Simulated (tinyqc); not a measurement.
MOSFET in saturation, small-signal circuit and noise: two steps of the calculation.

Bias by the inversion coefficient IC = I/Ispec (charge-based model with velocity saturation; weak inversion below 0.1, strong above 10). Common-source circuit: gm, gds, Cgs, Cgd and Cj at the inner nodes, Rg in series with the gate; quasi-static, no source or drain resistance, no gate-body capacitance, no substrate network, no induced gate noise, so fmax is an upper estimate.

Inputs (values chosen for the exercise): temperature T = 300 K; gate length L = 350 nm; total gate width W = 20 um; gate capacitance Cox = 1.29 uF/cm^2; mobility mu = 130 cm^2/(V s); slope factor n = 1.34; velocity-saturation length Ls = 10 nm; ratio gds/gm sg = 0.006; overlap and fringe capacitance per side Cov = 0.41 fF/um; drain junction capacitance Cj = 0.86 fF/um; sheet resistance of the gate Rsh = 5 ohm; finger width Wf = 2 um; gate contact and vertical resistance Rc = 100 ohm um; inversion coefficient IC = 0.2.

Constants: q = 1.602176634e-19 C, kB = 1.380649e-23 J/K, Vt = kB T/q. Results are converted to the units shown.

Question 1. Current, transconductance and gain. Ispec = 2 n mu Cox (W/L) Vt^2, lc = Ls/L, gms = [sqrt((lc IC + 1)^2 + 4 IC) - 1]/[2 + lc (lc IC + 1)], gm = gms Ispec/(n Vt), gds = sg gm.

Give: Ispec; I; gms; gm; gds; gm/I.

Answer 1.

Ispec = 17.164 uA
I = 3.4328 uA
gms = 0.17050
gm = 0.084479 mS
gds = 5.0688e-4 mS
gm/I = 24.610 1/V

Question 2. Capacitances, gate resistance and cut-off frequencies. qs = [sqrt(1 + 4 IC) - 1]/2, Cgs = Cox W L qs (2 qs + 3)/(3 (qs + 1)^2) + Cov W, Cgd = Cov W, Cd = Cj W, Rg = Rsh (Wf/L)/(12 Nf) + Rc/W with Nf = W/Wf fingers (not rounded) contacted at both ends. fT = gm/(2 pi (Cgs + Cgd)), fmax = fT/(2 sqrt(Rg (gds + 2 pi fT Cgd))).

gm = 0.084479470 mS
gds = 5.0687682e-4 mS

Find: Cgs; Cgd; Cd; Rg; fT; fmax.

Answer 2.

Cgs = 20.73 fF
Cgd = 8.200 fF
Cd = 17.20 fF
Rg = 5.238 ohm
fT = 0.4647 GHz
fmax = 20.53 GHz

Overlap and fringe make up 56.7 % of the gate capacitance; fmax is 44.2 times fT.

Program tinyqc, `OMP_NUM_THREADS=1 python tinyqc.py 2150064 2150065 out.jsonl`; Intel Xeon 2.30GHz, shared host, one thread, about 0.01 s.
